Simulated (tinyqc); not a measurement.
Slater-Koster s-d bands of a bcc metal: one step. The Hamiltonian at one k.

Slater-Koster d bands. For a bond with direction cosines (l, m, n) the 5 x 5 block is dds Ps + ddp Pp + ddd (1 - Ps - Pp), the projectors on sigma, pi and delta states about the bond; for instance <xy|xy> = 3 l^2 m^2 dds + (l^2 + m^2 - 4 l^2 m^2) ddp + (n^2 + l^2 m^2) ddd, <xy|yz> = 3 l m^2 n dds + l n (1 - 4 m^2) ddp + l n (m^2 - 1) ddd and <3z2-r2|3z2-r2> = (n^2 - (l^2 + m^2)/2)^2 dds + 3 n^2 (l^2 + m^2) ddp + (3/4)(l^2 + m^2)^2 ddd. H(k) sums the blocks times cos(k.R) over the neighbours; the d level is the zero of energy; k in 2 pi/a.

Neighbours: eight at (a/2)(1,1,1) and equivalents, and six at a(1,0,0) and equivalents with the integrals times f2.

An s orbital at Es couples to nearest neighbours alone: <s|s> = sss, <s|xy> = sqrt3 l m sds (cyclic), <s|x2-y2> = (sqrt3/2)(l^2 - m^2) sds, <s|3z2-r2> = (n^2 - (l^2 + m^2)/2) sds.

Inputs chosen for the exercise (of the size met in Fe; not measured data):
- dds = -0.646 eV (dd sigma)
- ddp = 0.258 eV (dd pi)
- ddd = -0.026 eV (dd delta)
- f2 = 0.487 (factor on all three integrals for second neighbours)
- Es = 4.6 eV (s level)
- sss = -0.81 eV (ss sigma)
- sds = -0.78 eV (sd sigma)
- k = (0.88, 0.07, 0.4) 2 pi/a (wave vector)

Task: Sum over the neighbours.

Give: H(k).

Result:

H(k) (eV), lower triangle:
```
              s       xy       yz       zx    x2-y2   3z2-r2
s        6.4170
xy       0.0894   0.8114
yz      -0.6949   0.6512   0.3860
zx       1.2309  -0.3676   0.0473   0.3373
x2-y2         0        0  -0.1461  -0.2588  -1.1272
3z2-r2        0   0.0217   0.0843  -0.1494  -0.0460  -0.1454
```

(tinyqc, `OMP_NUM_THREADS=1 python tinyqc.py 1451619 1451620 out.jsonl`, Intel(R) Xeon(R) Processor @ 2.30GHz, 1 thread, shared host, about 0.03 s.)
